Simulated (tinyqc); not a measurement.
Changing the absorbed power P: global model of a low-pressure process discharge: electron temperature, density, ion flux and ion energy. Computed by tinyqc, a small Python program. Command: `OMP_NUM_THREADS=1 python tinyqc.py 3112415 3112416 out.jsonl plasma sweep`. One thread of a shared host (Intel(R) Xeon(R) Processor @ 2.30GHz), about 0.01 s of CPU time with the checks.

Maxwellian electrons with temperature T_e in eV, one positive ion, no negative ions, uniform bulk density n; rate constants have the Arrhenius form.

Inputs (values chosen for the exercise, of the order of those of an inductive discharge in a simple atomic gas):

| quantity | value | unit |
|---|---|---|
| ion mass M | 19 | u |
| ionisation prefactor K0 | 4.5e-14 | m^3/s |
| ionisation energy E_iz | 17.3 | eV |
| excitation prefactor X0 | 2.4e-14 | m^3/s |
| excitation energy E_ex | 10.8 | eV |
| elastic rate constant K_el | 7.7e-14 | m^3/s |
| ion-neutral cross section | 6.2e-19 | m^2 |
| pressure p | 1 | Pa |
| gas temperature T_g | 500 | K |
| radius R | 15 | cm |
| height L | 11 | cm |
| bias power P_b | 220 | W |
| radius of the biased electrode | 5 | cm |
| bias frequency | 13.56 | MHz |

Constants: k_B = 1.380649e-23 J/K; e = 1.602176634e-19 C; u = 1.6605390666e-27 kg; m_0 = 9.1093837015e-31 kg; eps_0 = 8.8541878128e-12 F/m.

Method:
- n_g = p/(k_B T_g); lambda_i = 1/(n_g sigma); h_L = 0.86/sqrt(3 + L/(2 lambda_i)), h_R = 0.8/sqrt(4 + R/lambda_i); A_eff = 2 pi R^2 h_L + 2 pi R L h_R; d_eff = pi R^2 L/A_eff.
- Particle balance: K0 exp(-E_iz/T_e) n_g d_eff = u_B, u_B = sqrt(e T_e/M).
- Root found by bracketing.
- E_c = E_iz + (X0 exp(-E_ex/T_e) E_ex + K_el (3 m_0/M) T_e)/K_iz; wall potential V_s = (T_e/2) ln(M/(2 pi m_0)); E_T = E_c + 2 T_e + T_e/2 + V_s; n = P/(e u_B A_eff E_T); ion current density J = e h_L n u_B; ionised share n/n_g.
- All bias power goes to ions: V_b = P_b/(J pi r^2). Debye length at the sheath edge lambda_D = sqrt(eps_0 T_e/(e h_L n)); Child-law sheath s = (sqrt2/3) lambda_D (2 V/T_e)^(3/4), V = V_b + V_s; ion transit time tau_i = 3 s sqrt(M/(2 e V)); collisions in the sheath s/lambda_i.

One run for each value:

| absorbed power P (W) | plasma density n (1/cm^3) | bias voltage V_b (V) | sheath width s (mm) | transit time over bias period |
|---|---|---|---|---|
| 210 | 6.2518e+10 | 2247.3 | 10.402 | 2.7922 |
| 400 | 1.1908e+11 | 1179.9 | 4.668 | 1.7245 |
| 750 | 2.2328e+11 | 629.3 | 2.144 | 1.0790 |
| 1400 | 4.1679e+11 | 337.1 | 0.997 | 0.6789 |
| 2700 | 8.0380e+11 | 174.8 | 0.451 | 0.4186 |
| 5000 | 1.4885e+12 | 94.4 | 0.219 | 0.2678 |

Describe and explain the trends.

Over the rows, plasma density n (1/cm^3) rises from 6.25e10 to 1.49e12 (exponent d ln y / d ln x about 1.0 throughout); bias voltage V_b (V) falls from 2250 to 94.4 (exponent d ln y / d ln x about -1.00 throughout); sheath width s (mm) falls from 10.4 to 0.219 (exponent d ln y / d ln x -1.2 between the first rows and -1.2 between the last). The exponent of plasma density n stays at 1: the power balance is linear in n. The exponent of bias voltage V_b stays at -1: more ions share the bias power.  Left out: 60.0, 110 (the electrode is larger than the chamber or the bias is too high).
